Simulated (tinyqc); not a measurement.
Core-shell quantum dot (spherical envelope functions): sweeps and comparisons. A value that a table varies takes the place of the one given here.

Parabolic bands; strain and other valleys are left out. s states, u = r psi, hard wall at R + H, c = hbar^2/2m0, energies from the band edges of the core. Core: u = sin(k1 r)/k1, k1 = sqrt(m1 E/c). At R, psi and psi'/m are continuous, so u is continuous and its slope in the shell is s = u/R + (m2/m1)(u' - u/R). Shell: u(R + x) = u(R) cos(k2 x) + s sin(k2 x)/k2, k2 = sqrt(m2 (E - V)/c); for negative arguments the functions turn into sinh and cosh. A level has u(R + H) = 0.

Overlap = (integral of u_e u_h)^2 with normalised u. Coulomb integrals J_ab = (q/eps) double integral of u_a(r)^2 u_b(s)^2/max(r, s), q = e^2/(4 pi eps0), one eps everywhere. Exciton E = Eg + E_e + E_h - J_eh; first-order biexciton shift J_ee + J_hh - 2 J_eh (positive: repulsive).

Constants: hbar^2/2m0 = 3.80998211 eV angstrom^2; e^2/(4 pi eps0) = 14.39964547 eV angstrom; hc = 1239.841984 eV nm.

Inputs chosen for the exercise (near those of a Ge/Si core-shell dot; the results hold for these values, not for the real material): R = 25 angstrom (core radius); Vc = -0.047 eV (conduction edge of the shell above that of the core); Vv = 0.563 eV (hole barrier of the shell); me1 = 0.12 m0 (electron, core); me2 = 0.267 m0 (electron, shell); mh1 = 0.2 m0 (hole, core); mh2 = 0.401 m0 (hole, shell); Eg = 0.69 eV (gap of the core); eps = 13.3 (dielectric constant); Hs = (2, 8, 15, 19, 32, 37, 62) angstrom (shell thicknesses); H = 20 angstrom (shell thickness).

## Growing the shell

All quantities anew for each H.

Results:
```
H (angstrom)  E_e (eV)  E_h (eV)  electron in core  overlap  J_eh (meV)  E (eV)  biexciton shift (meV)
2               0.3549    0.2252             0.989    0.999        66.6   1.203                    0.0
8               0.1616    0.1664             0.827    0.949        54.5   0.964                    1.2
15              0.0819    0.1617             0.607    0.798        48.3   0.885                    4.3
19              0.0567    0.1615             0.500    0.693        45.4   0.863                    6.6
32              0.0115    0.1614             0.261    0.402        37.3   0.826                   14.1
37              0.0016    0.1614             0.205    0.323        34.7   0.818                   16.8
62             -0.0239    0.1614             0.071    0.120        25.7   0.802                   26.9
```

What does this show, and why?

The line moves by -402 meV: the electron gives -379, the hole -64 and the weaker attraction +41 meV. Over the last step E_e moves by -25.5 meV and E_h by 0.0 meV; the electron level lies above the shell edge Vc, so at this thickness it still spreads with the shell; whether a thicker shell brings it below Vc depends on whether the core binds a level at all. The overlap goes from 0.999 to 0.120, which scales the radiative lifetime by 8.3 if the rate is proportional to it. Up to H = 8 angstrom E_e exceeds 0.15 Eg, where a parabolic band overstates it. In the thickest shell the electron is spread so far that the attraction of the hole, taken to first order here, would pull it back and raise the overlap.

## What each parameter does

All quantities anew. Each row changes one parameter from the base and keeps the others.

Results:
```
case             E (eV)  overlap  electron in core  biexciton shift (meV)
base              0.858    0.667             0.476                    7.2
R = 28 angstrom   0.831    0.672             0.517                    6.4
H = 25 angstrom   0.841    0.544             0.370                   10.1
Vc = 0.053 eV     0.902    0.776             0.584                    4.6
Vv = 0.422 eV     0.845    0.723             0.476                    5.9
me2 = 0.334 m0    0.844    0.645             0.456                    7.7
mh1 = 0.16 m0     0.874    0.703             0.476                    5.8
eps = 15.3        0.864    0.667             0.476                    6.2
```

What does this show?

The largest shifts from the base row, up to three for each result and ties (the steps differ in size, so this ranks the rows, not the parameters). E (eV): Vc +0.044, R -0.027, H -0.017. overlap: H -0.123, Vc +0.109, Vv +0.055; unchanged at the printed digits by eps. electron in core: Vc +0.108, H -0.106, R +0.041; unchanged at the printed digits by Vv, mh1 and eps. biexciton shift (meV): H +3.0, Vc -2.6, mh1 -1.4.

Program tinyqc; command `OMP_NUM_THREADS=1 python tinyqc.py 1252171 1252172 out.jsonl`; about 0.04 s on one thread of a shared Intel(R) Xeon(R) Processor @ 2.30GHz.
